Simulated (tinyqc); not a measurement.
## Free and trapped electrons in a MOS channel with a dense trap tail: effect of the temperature

p-type body, charge-sheet picture, full ionisation (an idealisation for deep acceptors), Boltzmann statistics for free electrons. e = Ec - EF at the surface. Acceptor-like traps of density D(E) = D0 + De exp(-E/Ew) at depth E below Ec, from 0 to Eu, hold n_t = integral of D(E)/(1 + exp((e - E)/Vt)). psi = Eg - Vt ln(Nv/Na) - e; N_dep = sqrt(2 eps0 eps_r Na (psi - Vt)/q); n_f = sqrt(N_dep^2 + 2 eps0 eps_r Vt Nc exp(-e/Vt)/q) - N_dep; Vg = Vfb + psi + q (N_dep + n_t + n_f)/Cox, Cox = eps0 eox/tox.

Nc and Nv are given at 300 K and scale as (T/300 K)^1.5; Eg, Vfb and mf are held fixed. VT is the Vg for n_f = 1e11 cm^-2; swing ln 10 n_f/(dn_f/dVg) at n_f = 1e8 cm^-2; the last three columns are for Vg = VT + 4.6 V, with free share n_f/(n_f + n_t) and field-effect mobility mf q (dn_f/dVg)/Cox; there EF is near the band edge, where Boltzmann statistics are rough.

Inputs (values chosen for the exercise); band and dielectric values close to those of silicon: band gap Eg = 1.13 eV; relative permittivity eps_r = 11.9; conduction-band density of states at the reference temperature Nc = 2.78e19 cm^-3; valence-band density of states at the reference temperature Nv = 2.69e19 cm^-3; relative permittivity of the insulator eox = 3.9; insulator thickness tox = 57 nm; acceptor density Na = 4.1e16 cm^-3; flat-band voltage without trapped charge Vfb = -0.73 V; constant background density of acceptor-like traps D0 = 1.1e10 cm^-2 eV^-1; density of the tail at the conduction edge De = 4e12 cm^-2 eV^-1; decay energy of the tail Ew = 0.09 eV; depth below Ec down to which the traps reach Eu = 0.74 eV; mobility of free electrons mf = 180 cm^2/(V s).

Constants: q = 1.602176634e-19 C, kB = 1.380649e-23 J/K, Vt = kB T/q, eps0 = 8.8541878128e-14 F/cm where lengths are in cm. Results are converted to the units shown.

Effect of the temperature:
```
T (K),e at VT (eV),VT (V),q n_t/Cox at VT (V),swing (mV/decade),n_f (cm^-2),free share (%),field-effect mobility (cm^2/(V s))
200,0.05352,2.979,0.5682,149.0,1.669e12,83.10,174.4
250,0.07960,2.733,0.4444,153.7,1.634e12,83.81,171.8
300,0.1082,2.497,0.3412,165.4,1.611e12,84.87,169.4
350,0.1391,2.272,0.2583,186.1,1.596e12,86.14,167.6
400,0.1721,2.055,0.1936,217.6,1.588e12,87.53,166.2
450,0.2072,1.842,0.1439,265.9,1.582e12,88.92,165.2
500,0.2443,1.628,0.1062,353.0,1.577e12,90.26,164.4
550,0.2836,1.409,0.07800,742.6,1.570e12,91.52,163.9
```

What does the comparison show?

As T goes from 200 to 550, VT falls from 2.98 to 1.41 V, its part due to traps falls from 0.568 to 0.0780 V, the swing rises from 149 to 743 mV/decade and the field-effect mobility falls from 174 to 164 cm^2/(V s). On heating the same n_f is reached with EF deeper in the gap, where fewer tail states are filled.

Computed by the program tinyqc: `OMP_NUM_THREADS=1 python tinyqc.py 2222218 2222219 out.jsonl`, one thread of a shared Intel Xeon 2.30GHz, about 0.02 s for the whole run.
